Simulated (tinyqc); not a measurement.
Worked calculation: two-dimensional electron gas with Rashba and Dresselhaus coupling. Values are carried at full precision from step to step, so a last printed digit may differ when a step is redone from the rounded ones.

H = c k^2/m + al (ky sx - kx sy) + b1 (kx sx - ky sy) + gam kx ky (kx sy - ky sx), s the Pauli matrices, x = [100], c = hbar^2/2m0, b1 = gam (pi/L)^2 (hard walls). H = c k^2/m + B.s, so E = c k^2/m -/+ |B| and the lower state has its spin along -B.

Constants: hbar^2/2m0 = 3.80998211 eV angstrom^2; hbar = 6.58211957e-16 eV s.

Values chosen for the exercise (of the size met in GaN; not measured data): m = 0.236 m0 (mass); al = 0.004 eV angstrom (Rashba constant); gam = 0 eV angstrom^3 (bulk Dresselhaus constant); L = 193 angstrom (width of the (001) well); n = 5.8 1e11/cm^2 (sheet density (one subband filled)); phi = 60 degrees (angle of k from [100]).

## Scales

b1; mean Fermi wave vector k0 = sqrt(2 pi n) (1e11/cm^2 = 1e-5/angstrom^2); E0 = c k0^2/m; b3 = gam k0^2/4; kR = al m/(2c) and ER = al kR/2, the shift and depth of a pure Rashba band.

b1 = 0 eV angstrom
k0 = 0.01909 1/angstrom
E0 = 5.883 meV
b3 = 0 eV angstrom
kR = 0.0001239 1/angstrom
ER = 0.0002478 meV

There is no Dresselhaus term; kR is 0.6 % of k0.

## Spin-orbit field at one point of the Fermi circle

k = k0 (cos phi, sin phi). Form B, the splitting 2|B| and the direction of the lower spin, atan2(-By, -Bx).

Bx, By (meV): [0.0661, -0.0382]

splitting = 0.1527 meV
direction of the lower spin = 150.0 degrees

## The matrix

H = [[E0, Bx - i By], [Bx + i By, E0]] in meV; diagonalise. Precession period h/(2|B|) = 2 pi hbar/(splitting).

H (meV), rows up, down and columns alike:
```
[[5.8833, 0.0661+0.0382i],
 [0.0661-0.0382i, 5.8833]]
```

levels (meV): [5.8069, 5.9596]

period = 27.1 ps

## The two wave vectors at the energy E0 along this direction

Solve c k^2/m -/+ |B(k)| = E0. The spin turns by (k_outer - k_inner) per length, so a half turn takes pi/(difference).

k (1/angstrom): outer 0.019214, inner 0.018966

difference = 0.0002478 1/angstrom
length of a half turn = 1268 nm

For linear terms alone the difference is (m/c)|B|/k, whatever the energy: every electron along this direction turns alike, the basis of the spin transistor.

## Checks

- Difference of the Fermi wave vectors without Dresselhaus terms against al m/c: both 0.00024777.

Program tinyqc; command `OMP_NUM_THREADS=1 python tinyqc.py 1450834 1450835 out.jsonl`; about 0.01 s on one thread of a shared Intel(R) Xeon(R) Processor @ 2.30GHz.
